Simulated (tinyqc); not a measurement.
# From capture time back to defect density N_t

Model: non-radiative capture by multiphonon emission, one effective mode. Computed by tinyqc, a small Python program. Command: `OMP_NUM_THREADS=1 python tinyqc.py 3018133 3018134 out.jsonl capture inv`. One thread of a shared host (Intel(R) Xeon(R) Processor @ 2.30GHz), about 0.06 s of CPU time with the checks.

The initial state (free carrier plus empty centre) lies dE above the final state; both have the same frequency and are displaced by dQ.

Inputs (values chosen for the exercise, with mass, screening and phonons like those of AlN):

| quantity | value | unit |
|---|---|---|
| energy released dE | 1.17 | eV |
| phonon energy hbar omega | 56.6 | meV |
| Huang-Rhys factor S | 10.9 | - |
| electron-phonon coupling W | 0.0033 | eV/(u^(1/2) angstrom) |
| cell volume V | 1160 | angstrom^3 |
| degeneracy g | 1 | - |
| broadening b | 46 | meV |
| carrier mass m | 0.311 | m_0 |
| dielectric constant eps | 8.36 | - |
| temperature T | 120 | K |

Centre: repulsive.

Constants: hbar^2/u = 4.18015928e-03 eV angstrom^2; k_B = 8.617333262e-05 eV/K; hbar = 6.582119569e-16 eV s; Ry = 13.605693123 eV; k_B = 1.380649e-23 J/K; m_0 = 9.1093837015e-31 kg.

Method:
- dQ = sqrt(2 S (hbar^2/u)/hbar omega); relaxation energy lambda = S hbar omega; phonons needed P = dE/hbar omega; classical barrier E_b = (dE - lambda)^2/(4 lambda); occupation n = 1/(exp(hbar omega/k_B T) - 1).
- Huang-Rhys weight for a net emission of p phonons: L_p = exp(-S (2n + 1)) ((n + 1)/n)^(p/2) I_p(2 S sqrt(n (n + 1))), I_p the modified Bessel function.
- M_p = sum_m w_m <m_i|Q|(m + p)_f>^2 with Q counted from the final minimum and Boltzmann weights w_m for m = 0..24; <m_i|Q|k_f> = sqrt((hbar^2/u)/(2 hbar omega)) [sqrt(k) <m|k-1> + sqrt(k+1) <m|k+1>], with overlaps of oscillators displaced by d = sqrt(2 S) summed on 1500 points from -16 to 16 + d.
- The delta function is a Gaussian of standard deviation b at dE - p hbar omega.
- C_0 = V (2 pi/hbar) g W^2 sum_p M_p Gaussian_p. The sum runs over the seven p from round(P) - 3 to round(P) + 3; 1 angstrom^3 = 1e-24 cm^3.
- Sommerfeld factor of a repulsive centre: s(k) = 2 pi nu/(exp(2 pi nu) - 1), nu = sqrt(Ry*/E), Ry* = Ry m/eps^2, averaged over (2/sqrt(pi)) sqrt(x) exp(-x) dx with x = E/k_B T = t^2 (trapezoid, t to 6 in steps of 0.01).
- C = s C_0; v = sqrt(3 k_B T/m); sigma = C/v; tau = 1/(C N_t).

Task: A run gave the result below. Find the defect density N_t, known to lie between 3.7e+14 and 6.2e+14 cm^-3.

capture time = 0.1548269 s

Result:

Each step takes the trial c = (a f_b - b f_a)/(f_b - f_a), f being the result less the target and a, b, c the logarithms of the listed values; c replaces end b, the old b replaces a if the sign of f changed, and otherwise f_a is halved.

Scan of the range:

| defect density N_t (cm^-3) | capture time (s) |
|---|---|
| 3.70e+14 | 0.184997 |
| 4.03e+14 | 0.169849 |
| 4.39e+14 | 0.155920 |
| 4.79e+14 | 0.142900 |
| 5.22e+14 | 0.131128 |
| 5.69e+14 | 0.120297 |
| 6.20e+14 | 0.110402 |

False position (Illinois rule, in the logarithm of the input) inside the bracket:

| step | end a | end b | trial | capture time (s) |
|---|---|---|---|---|
| 1 | 4.39000e+14 | 4.79000e+14 | 4.42226e+14 | 0.154783 |
| 2 | 4.39000e+14 | 4.42226e+14 | 4.41984e+14 | 0.154868 |
| 3 | 4.42226e+14 | 4.41984e+14 | 4.42100e+14 | 0.154827 |
| 4 | 4.41984e+14 | 4.42100e+14 | 4.42100e+14 | 0.154827 |

Capture time falls at every point of a 13-point scan of the range (every second point is shown), so one value fits; it is bracketed by 4.39e14 and 4.79e14. The scan shows a pure power law with exponent -1.0000, so scaling from any one row also gives the answer directly. Answer: defect density N_t = 4.421e14 cm^-3.

Caution: the largest term is not the one nearest energy conservation, so C_0 depends strongly on the broadening b.
